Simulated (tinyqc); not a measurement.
Fitting sp3s* parameters to three gaps by Newton steps: one step. The first Newton step. The numbers come from values chosen for the exercise (near a published set for GaP, fitted to gaps, whose masses and valley positions are rough).

J:
```
,Vss,Vsapc,Vpaxc
Gamma,-0.927928,0.000000,0.000000
X,0.000000,0.471093,0.000000
L,-0.240789,0.346876,-0.087755
```

target less gap (eV): Gamma -0.266486, X 0.047299, L -0.018100

Task: Solve J dp = target less gap; the columns of J are Vss, Vsapc and Vpaxc.

Give: dp.

Result:

dp (eV): Vss 0.287, Vsapc 0.100, Vpaxc -0.185

tinyqc: `OMP_NUM_THREADS=1 python tinyqc.py 1451224 1451225 out.jsonl`; about 0.2 s, one thread, shared Intel(R) Xeon(R) Processor @ 2.30GHz.
